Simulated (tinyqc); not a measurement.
Worked calculation: CIS on RHF in the sto-6g basis, for H4, spin multiplicity 1. Computed by tinyqc, a small Python program that keeps every step (integrals from PySCF). Settings: charge = 0, multiplicity = 1, basis = sto-6g, method = RHF, energy threshold = 1e-10, iteration cap = 81, orthogonalisation = symmetric, start = atomic densities, DIIS depth = 6. Command: `OMP_NUM_THREADS=1 python tinyqc.py 29590 29591 out.jsonl` (the two numbers bound the seeds that draw the settings). One thread of a shared host (Intel(R) Xeon(R) Processor @ 2.60GHz), about 0.06 s of CPU time with the checks. The early iterations of the SCF are left out here.

## One-electron integrals

Geometry (angstrom):
```
atom       x       y       z
H     0.0000  0.0000  0.0000
H     0.0000  0.0000  0.8220
H     0.0000  1.5690  0.0000
H     0.0000  1.5690  0.8220
```

Basis sto-6g: exponents (1/bohr^2) and contraction coefficients of normalised primitives:
```
element  l (shell)  exponent  coefficient
H            s (1)   35.5232       0.0092
H            s (1)    6.5131       0.0494
H            s (1)    1.8221       0.1685
H            s (1)    0.6260       0.3706
H            s (1)    0.2431       0.4165
H            s (1)    0.1001       0.1303
```

Overlap, kinetic and nuclear-attraction integrals over the contracted functions; the nuclear repulsion is the sum of Za Zb / Rab.

nuclear repulsion = 2.559584 hartree

overlap S, order 1H 1s, 2H 1s, 3H 1s, 4H 1s:
$$\begin{pmatrix}
1.0000 & 0.6066 & 0.2324 & 0.1716 \\
0.6066 & 1.0000 & 0.1716 & 0.2324 \\
0.2324 & 0.1716 & 1.0000 & 0.6066 \\
0.1716 & 0.2324 & 0.6066 & 1.0000
\end{pmatrix}$$

kinetic energy T (hartree), order 1H 1s, 2H 1s, 3H 1s, 4H 1s:
$$\begin{pmatrix}
0.7685 & 0.1893 & 0.0034 & -0.0071 \\
0.1893 & 0.7685 & -0.0071 & 0.0034 \\
0.0034 & -0.0071 & 0.7685 & 0.1893 \\
-0.0071 & 0.0034 & 0.1893 & 0.7685
\end{pmatrix}$$

nuclear attraction V (hartree), order 1H 1s, 2H 1s, 3H 1s, 4H 1s:
$$\begin{pmatrix}
-2.4780 & -1.4498 & -0.5029 & -0.3806 \\
-1.4498 & -2.4780 & -0.3806 & -0.5029 \\
-0.5029 & -0.3806 & -2.4780 & -1.4498 \\
-0.3806 & -0.5029 & -1.4498 & -2.4780
\end{pmatrix}$$

core Hamiltonian H = T + V (hartree), order 1H 1s, 2H 1s, 3H 1s, 4H 1s:
$$\begin{pmatrix}
-1.7094 & -1.2605 & -0.4995 & -0.3877 \\
-1.2605 & -1.7094 & -0.3877 & -0.4995 \\
-0.4995 & -0.3877 & -1.7094 & -1.2605 \\
-0.3877 & -0.4995 & -1.2605 & -1.7094
\end{pmatrix}$$

## Two-electron integrals

Functions are numbered as in S; the eight-fold symmetry (ij|kl) = (ji|kl) = (kl|ij) leaves the list below.

Two-electron integrals (ij|kl) in chemists' order, unique and non-zero (hartree):
```
(11|11) 0.7750   (21|11) 0.3988   (21|21) 0.2462   (22|11) 0.5396
(22|21) 0.3988   (22|22) 0.7750   (31|11) 0.1220   (31|21) 0.0674
(31|22) 0.0979   (31|31) 0.0301   (32|11) 0.0810   (32|21) 0.0513
(32|22) 0.0850   (32|31) 0.0206   (32|32) 0.0157   (33|11) 0.3320
(33|21) 0.1938   (33|22) 0.2964   (33|31) 0.1220   (33|32) 0.0850
(33|33) 0.7750   (41|11) 0.0850   (41|21) 0.0513   (41|22) 0.0810
(41|31) 0.0206   (41|32) 0.0155   (41|33) 0.0810   (41|41) 0.0157
(42|11) 0.0979   (42|21) 0.0674   (42|22) 0.1220   (42|31) 0.0244
(42|32) 0.0206   (42|33) 0.0979   (42|41) 0.0206   (42|42) 0.0301
(43|11) 0.1938   (43|21) 0.1199   (43|22) 0.1938   (43|31) 0.0674
(43|32) 0.0513   (43|33) 0.3988   (43|41) 0.0513   (43|42) 0.0674
(43|43) 0.2462   (44|11) 0.2964   (44|21) 0.1938   (44|22) 0.3320
(44|31) 0.0979   (44|32) 0.0810   (44|33) 0.5396   (44|41) 0.0850
(44|42) 0.1220   (44|43) 0.3988   (44|44) 0.7750
```

## Orthogonalisation

S = U s U^T; symmetric (Loewdin) form X = U s^(-1/2) U^T, so that X^T S X = 1.

eigenvalues of S: [0.3327, 0.4542, 1.2025, 2.0106]

X, order 1H 1s, 2H 1s, 3H 1s, 4H 1s:
$$\begin{pmatrix}
1.2087 & -0.4001 & -0.1142 & 0.0108 \\
-0.4001 & 1.2087 & 0.0108 & -0.1142 \\
-0.1142 & 0.0108 & 1.2087 & -0.4001 \\
0.0108 & -0.1142 & -0.4001 & 1.2087
\end{pmatrix}$$

## Iteration 3 (converged): orbitals

converged F (hartree), order 1H 1s, 2H 1s, 3H 1s, 4H 1s:
$$\begin{pmatrix}
-0.3386 & -0.5691 & -0.1964 & -0.1814 \\
-0.5691 & -0.3386 & -0.1814 & -0.1964 \\
-0.1964 & -0.1814 & -0.3386 & -0.5691 \\
-0.1814 & -0.1964 & -0.5691 & -0.3386
\end{pmatrix}$$

Diagonalise F' = X^T F X, C = X C', fill 2 alpha and 2 beta electrons from the bottom; D = 2 C_occ C_occ^T. Each column has its largest component positive (the first on a tie).

F' = X^T F X (hartree):
$$\begin{pmatrix}
0.0332 & -0.5732 & -0.1156 & 0.0162 \\
-0.5732 & 0.0332 & 0.0162 & -0.1156 \\
-0.1156 & 0.0162 & 0.0332 & -0.5732 \\
0.0162 & -0.1156 & -0.5732 & 0.0332
\end{pmatrix}$$

orbital energies (hartree): MO1 -0.6394, MO2 -0.4406, MO3 0.4745, MO4 0.7381

coefficients C, order 1H 1s, 2H 1s, 3H 1s, 4H 1s:
$$\begin{pmatrix}
0.3526 & 0.4560 & 0.7419 & 0.8669 \\
0.3526 & 0.4560 & -0.7419 & -0.8669 \\
0.3526 & -0.4560 & 0.7419 & -0.8669 \\
0.3526 & -0.4560 & -0.7419 & 0.8669
\end{pmatrix}$$

D after iteration 3, order 1H 1s, 2H 1s, 3H 1s, 4H 1s:
$$\begin{pmatrix}
0.6645 & 0.6645 & -0.1671 & -0.1671 \\
0.6645 & 0.6645 & -0.1671 & -0.1671 \\
-0.1671 & -0.1671 & 0.6645 & 0.6645 \\
-0.1671 & -0.1671 & 0.6645 & 0.6645
\end{pmatrix}$$

## Convergence

Stop when the energy changes by less than 1e-10 hartree and every element of the error matrix X^T (F D S - S D F) X is below 3e-06.

Course of the cycle:
```
iteration  E (hartree)     change  largest element of the error matrix
1            -1.632515          -                             8.30e-16
2            -2.170795  -5.38e-01                             4.22e-16
3            -2.170795  -8.88e-16                             5.15e-16
```

PySCF RHF in the same basis = -2.170795 hartree

Converged in 3 iterations.

## Integrals over molecular orbitals

(pq|rs) = sum C_ip C_jq C_kr C_ls (ij|kl), one index at a time.

one-electron integrals over orbitals h = C^T H C (hartree):
$$\begin{pmatrix}
-1.9185 & 0.0000 & 0.0000 & 0.0000 \\
0.0000 & -1.7319 & 0.0000 & 0.0000 \\
0.0000 & 0.0000 & -1.2345 & 0.0000 \\
0.0000 & 0.0000 & 0.0000 & -1.0134
\end{pmatrix}$$

Two-electron integrals over orbitals (pq|rs), unique and non-zero (hartree):
```
(11|11) 0.4870   (21|21) 0.1819   (22|11) 0.4869   (22|22) 0.4993
(31|31) 0.1036   (32|32) 0.0844   (33|11) 0.4727   (33|22) 0.4758
(33|33) 0.4820   (41|32) 0.0825   (41|41) 0.0808   (42|31) 0.1074
(42|42) 0.1163   (43|21) 0.1793   (43|43) 0.1967   (44|11) 0.4817
(44|22) 0.4925   (44|33) 0.4925   (44|44) 0.5096
```

## CIS matrix, singlets

A(ia,jb) = (e_a - e_i) d_ij d_ab + 2 (ia|jb) - (ij|ab).

CIS matrix A, singlet (hartree), order 1>3, 1>4, 2>3, 2>4:
$$\begin{pmatrix}
0.8485 & 0.0000 & 0.0000 & 0.0354 \\
0.0000 & 1.0573 & -0.0143 & 0.0000 \\
0.0000 & -0.0143 & 0.6080 & 0.0000 \\
0.0354 & 0.0000 & 0.0000 & 0.9188
\end{pmatrix}$$

## CIS singlet states

dipole integrals <i|r|a> (bohr), order 1>3, 1>4, 2>3, 2>4:
$$\begin{pmatrix}
0.0000 & 0.0000 & -1.0016 \\
0.0000 & 0.0000 & 0.0000 \\
0.0000 & 0.0000 & 0.0000 \\
0.0000 & 0.0000 & -0.9426
\end{pmatrix}$$

Diagonalise A (1 hartree = 27.211386 eV); each vector has its largest component positive (the first on a tie). The transition dipole is mu = sqrt2 sum c_ia <i|r|a>.

singlet excitation energies (eV): [16.5329, 22.6873, 25.4033, 28.7823]

lowest vectors, order 1>3, 1>4, 2>3, 2>4:
$$\begin{pmatrix}
0.0000 & 0.9231 & 0.3845 & 0.0000 \\
0.0317 & 0.0000 & 0.0000 & 0.9995 \\
0.9995 & 0.0000 & 0.0000 & -0.0317 \\
0.0000 & -0.3845 & 0.9231 & 0.0000
\end{pmatrix}$$

oscillator strengths 2/3 w |mu|^2: [0.0000, 0.3514, 1.9612, 0.0000]

## CIS matrix, triplets

A(ia,jb) = (e_a - e_i) d_ij d_ab - (ij|ab).

CIS matrix A, triplet (hartree), order 1>3, 1>4, 2>3, 2>4:
$$\begin{pmatrix}
0.6412 & 0.0000 & 0.0000 & -0.1793 \\
0.0000 & 0.8958 & -0.1793 & 0.0000 \\
0.0000 & -0.1793 & 0.4393 & 0.0000 \\
-0.1793 & 0.0000 & 0.0000 & 0.6861
\end{pmatrix}$$

## CIS triplet states

Diagonalise A (1 hartree = 27.211386 eV); each vector has its largest component positive (the first on a tie).

triplet excitation energies (eV): [10.2669, 13.1424, 22.9764, 26.0625]

lowest vectors, order 1>3, 1>4, 2>3, 2>4:
$$\begin{pmatrix}
0.0000 & 0.7498 & -0.6617 & 0.0000 \\
0.3268 & 0.0000 & 0.0000 & 0.9451 \\
0.9451 & 0.0000 & 0.0000 & -0.3268 \\
0.0000 & 0.6617 & 0.7498 & 0.0000
\end{pmatrix}$$
